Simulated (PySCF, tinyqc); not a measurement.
Inside a calculation. Method: CISD on RHF in the sto-3g basis, for H4, spin multiplicity 1. The lowest restricted solution is unstable here: a spin-polarised one lies 0.1559 hartree lower (PySCF). One step of it, computed by the program tinyqc.

Question. CISD: roots. Diagonalise (each vector has its largest component positive (the first on a tie)); all determinants have Ms = 0, so triplets appear too. The lowest singlet root is the correlation energy.

Occupation strings over the orbitals (2 doubly, a alpha, b beta, 0 empty; spin orbitals ordered 1a 1b 2a 2b ...): 2200 aabb 2020 abab 2002 abba baab 0220 baba 0202 bbaa

H - E(HF) between determinants (hartree), lower triangle:
```
           2200       aabb       2020       abab       2002       abba       baab       0220
2200   0.000000
aabb  -0.044147   0.562545
2020   0.095253   0.092858   0.076757
abab  -0.092858  -0.095253   0.050667   0.576931
2002   0.148930  -0.137005   0.156399   0.143525   0.681519
abba   0.137005  -0.148930  -0.143525  -0.156399  -0.006520   0.672490
baab   0.137005  -0.132439  -0.143525  -0.139357  -0.006520   0.000000   0.672490
0220   0.132439  -0.137005   0.139357   0.143525   0.000000  -0.006520  -0.006520   0.665693
baba  -0.092858  -0.090557   0.050667   0.000000   0.143525  -0.139357  -0.156399   0.143525
0202   0.090557   0.092858   0.000000   0.050667   0.139357  -0.143525  -0.143525   0.156399
bbaa  -0.044147   0.000000   0.092858  -0.090557  -0.137005  -0.132439  -0.148930  -0.137005

           baba      0202      bbaa
baba   0.576931
0202   0.050667  1.114627
bbaa  -0.095253  0.092858  0.562545
```

Give: lowest roots of this matrix, relative to E(HF); lowest vectors; <S^2> of these roots; weight of the ground state by excitation level 0, 1, 2, ....

Answer.

lowest roots of this matrix, relative to E(HF) (hartree): -0.182  -0.061  0.095  0.442  0.557  0.577  0.675  0.678

lowest vectors:
```
      root 1  root 2  root 3  root 4
2200   0.778   0.458   0.000   0.321
aabb   0.075  -0.174   0.408   0.301
2020  -0.539   0.659   0.000   0.473
abab   0.099   0.134   0.408  -0.277
2002  -0.032  -0.361   0.000   0.315
abba  -0.174   0.040   0.408  -0.024
baab  -0.174   0.040   0.408  -0.024
0220  -0.026  -0.345   0.000   0.416
baba   0.099   0.134   0.408  -0.277
0202  -0.105   0.079   0.000  -0.257
bbaa   0.075  -0.174   0.408   0.301
```

<S^2> of these roots: 0.000  0.000  6.000  0.000  2.000  2.000  0.000  2.000

weight of the ground state by excitation level 0, 1, 2, ...: 0.605  0.000  0.395

The reference has a weight of only 0.61: one determinant is a poor start here.
